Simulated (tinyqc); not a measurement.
Undoped symmetric double-gate MOSFET, analytic potential model: two steps of the calculation.

An undoped body of thickness ts between two equal insulators and tied gates; long channel, electrons only, n = ni exp((psi - V)/Vt) with V the quasi-Fermi potential (0 at the source, Vd at the drain), constant mobility, no quantisation. Across the body psi(x) = V - 2 Vt ln[(ts/(2 beta)) sqrt(q ni/(2 eps0 eps_r Vt)) cos(2 beta x/ts)], x from the centre. Q is the electron charge per area of the whole body.

Inputs (values chosen for the exercise); material values close to those of silicon: temperature T = 293 K; band gap Eg = 1.1 eV; relative permittivity of the semiconductor eps_r = 11.6; conduction-band density of states at T Nc = 2.73e19 cm^-3; valence-band density of states at T Nv = 2.56e19 cm^-3; relative permittivity of the gate insulator eox = 7.43; insulator thickness tox = 4 nm; body thickness ts = 12 nm; gate work function less that of the intrinsic body dphi = 0.15 V; gate voltage Vg = 0.54 V.

Constants: q = 1.602176634e-19 C, kB = 1.380649e-23 J/K, Vt = kB T/q, eps0 = 8.8541878128e-14 F/cm where lengths are in cm. Results are converted to the units shown.

Task 1. Constants of the body. ni = sqrt(Nc Nv) exp(-Eg/(2 Vt)), Eg in volts; r = eps_r tox/(eox ts); V0 = dphi + 2 Vt ln[(2/ts) sqrt(2 eps0 eps_r Vt/(q ni))].

Find: ni; r; V0.

Result 1.

ni = 9.159e9 cm^-3
r = 0.5204
V0 = 0.6146 V

Task 2. beta at the source by Newton steps. With V = 0: f = ln(beta) - ln(cos beta) + 2 r beta tan(beta) - (Vg - V0)/(2 Vt); f' = 1/beta + tan(beta) + 2 r [tan(beta) + beta/cos^2(beta)]; beta(new) = beta - f/f'.

beta at the start = 0.5
r = 0.52041274
V0 = 0.61463459 V

Find: f; f'; beta after iteration 1.

Result 2.

f = 1.1997
f' = 3.7906
beta after iteration 1 = 0.18350

Computed by the program tinyqc: `OMP_NUM_THREADS=1 python tinyqc.py 2440135 2440136 out.jsonl`, one thread of a shared Intel Xeon 2.30GHz, about 0.02 s for the whole run.
